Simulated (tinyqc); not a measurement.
A ladder of methods, and size consistency: correlation methods against full CI in the sto-3g basis, for BeH2, spin multiplicity 1. Computed by the program tinyqc with PySCF. All electrons correlated; +Q is the Davidson correction (1 - c0^2) E_corr. The last columns treat two copies 100 angstrom apart as one system. FCI is the lowest singlet.

Geometry (angstrom):
```
atom       x        y       z
Be    0.0000   0.0000  0.0000
H     0.0000   1.3190  0.0000
H     0.0000  -1.2640  0.0000
```

RHF energy of one = -15.560705 hartree

Correlation energies (hartree):
```
method   E_corr of one  share of FCI (%)  E_corr of two at 100 angstrom  two minus twice one (mhartree)
MP2           -0.02241            66.962                       -0.04482                           0.000
CISD          -0.03277            97.933                       -0.06404                           1.507
CISD+Q        -0.03356           100.298                       -0.06691                           0.217
CCSD          -0.03310            98.898                       -0.06619                           0.000
CCSD(T)       -0.03329            99.489                       -0.06659                           0.000
FCI           -0.03347           100.000                              -                               -
```

What does the comparison show, and why?

MP2 recovers 67 %, CISD 97.9 % and CCSD 98.9 % of the FCI value (c0^2 = 0.976 in CISD). MP2 and coupled cluster are size consistent, so their last column vanishes; CISD loses 1.51 mhartree, since a double excitation on each copy is a quadruple of the pair, and the Davidson correction leaves +0.22.
